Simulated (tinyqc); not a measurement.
Thermal and gravitational stress in a wafer during furnace and rapid thermal processing, and the onset of slip. From one set of inputs to another, one input at a time. Computed by tinyqc, a small Python program. Command: `OMP_NUM_THREADS=1 python tinyqc.py 3008009 3008010 out.jsonl slip ladder`. One thread of a shared host (Intel(R) Xeon(R) Processor @ 2.30GHz), about 0.01 s of CPU time with the checks.

A thin free disc in plane stress, isotropic; T(r) = T_centre + dT (r/R)^n. Stress is positive in tension; sigma_SB = 5.670374419e-8 W/(m^2 K^4), g = 9.80665 m/s^2.

The inputs printed are set A. Inputs not listed in the table keep their values of set A, so the rows need not describe a real material.

Inputs (values chosen for the exercise, modelled on silicon):
```
quantity                              value        unit
wafer radius R                           75          mm
thickness t                             675  micrometre
Young's modulus E                       141         GPa
expansion alpha                         4.5      1e-6/K
edge less centre temperature dT         9.2           K
exponent n of the profile                10           -
temperature T                          1425           K
prefactor A of the critical stress  0.00015         MPa
energy U of the critical stress        1.04          eV
density rho                            2330      kg/m^3
heat capacity c                         947    J/(kg K)
conductivity k                         26.9     W/(m K)
wafer spacing s                         7.8          mm
ramp rate                                33       K/min
```

Temperature profile: edge zone, power law.

Constants: k_B = 8.617333262e-05 eV/K.

Method:
- With x = r/R: s_rr = alpha E dT (1 - x^n)/(n + 2), s_tt = alpha E dT [1 - (n + 1) x^n]/(n + 2).
- Critical resolved stress tau_c = A exp(U/(k_B T)), a form chosen for the exercise; slip when 0.492799 |s_tt(R)| > tau_c; allowed |dT| = tau_c (n + 2)/(0.492799 n alpha E).
- In a stack heated from the rim, heat flows inward by conduction and by radiation between wafers: k_eff = k + (16/3) sigma_SB T^3 s^2/t (a diffusion estimate with the spacing as path length). A steady ramp gives the parabolic lag dT = rho c (ramp) R^2/(4 k_eff); the allowed ramp uses n = 2.

Each row keeps all changes above it:
```
input moved                                  from       to  hoop stress at the edge (MPa)  allowed |dT| (K)  lag of the centre (K)
set A                                           -        -                      -4.864500             2.744                 16.134
wafer radius R (mm)                            75      100                      -4.864500             2.744                 28.683
wafer spacing s (mm)                          7.8        7                      -4.864500             2.744                 33.552
heat capacity c (J/(kg K))                    947      939                      -4.864500             2.744                 33.269
prefactor A of the critical stress (MPa)  0.00015  0.00029                      -4.864500             5.304                 33.269
thickness t (micrometre)                      675      725                      -4.864500             5.304                 34.962
temperature T (K)                            1425     1325                      -4.864500            10.051                 40.409
edge less centre temperature dT (K)           9.2     -5.3                       2.802375            10.051                 40.409
```

Where does the difference come from?

Hoop stress at the edge goes from -4.86 to 2.80, +7.67 in all. The largest single move comes from edge less centre temperature dT (+7.67). Allowed |dT| goes from 2.74 to 10.1, a factor 3.66 in all. The largest single move comes from prefactor A of the critical stress (a factor 1.93). lag of the centre goes from 16.1 to 40.4, a factor 2.50 in all. The largest single move comes from wafer radius R (a factor 1.78). The single moves hold for this order of the switches; the total does not depend on the order.

Extremes, crossings and ranges named in words are read from the listed rows.
